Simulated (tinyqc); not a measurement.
Thermophotovoltaic cell, detailed-balance limit: one step of the calculation.

Every photon above the gap Eg makes one pair and none below is absorbed; carriers thermalise at T and move without loss. Jsc = q F Phi(Eg, Ts); the dark current is J0 = q ge Phi(Eg, T)/ERE with the Boltzmann factor exp(V/Vt). Photons below the gap return to the emitter with reflectance Rf, and the efficiency is the electrical power over the radiant power not returned (luminescence back to the emitter is not credited).

Question. Voltages, fill factor and efficiency. Voc = Vt ln(1 + Jsc/J0), Vmp = v Vt, Jmp = Jsc - J0 (exp(v) - 1), FF = Vmp Jmp/(Voc Jsc), efficiency Vmp Jmp/Pab.

Values chosen for this exercise:
- T = 300 K (cell temperature)
- ERE = 0.01 (external radiative efficiency)
- Eg = 0.87 eV (band gap)

Constants: q = 1.602176634e-19 C, kB = 1.380649e-23 J/K, Vt = kB T/q. Results are converted to the units shown.

v = 22.057268
Jsc = 6978.1644 mA/cm^2
J0 = 7.9722957e-8 mA/cm^2
Pab = 7874.1995 mW/cm^2

Wanted: Voc; Eg/q - Voc; Vmp; Jmp; FF; efficiency.

Answer.

Voc = 0.6513 V
Eg/q - Voc = 0.2187 V
Vmp = 0.5702 V
Jmp = 6676 mA/cm^2
FF = 0.8375
efficiency = 48.34 %

Of the voltage deficit, Vt ln(1/ERE) = 119 mV is due to non-radiative recombination.

Computed by the program tinyqc: `OMP_NUM_THREADS=1 python tinyqc.py 2820003 2820004 out.jsonl`, one thread of a shared Intel Xeon 2.30GHz, about 0.01 s for the whole run.
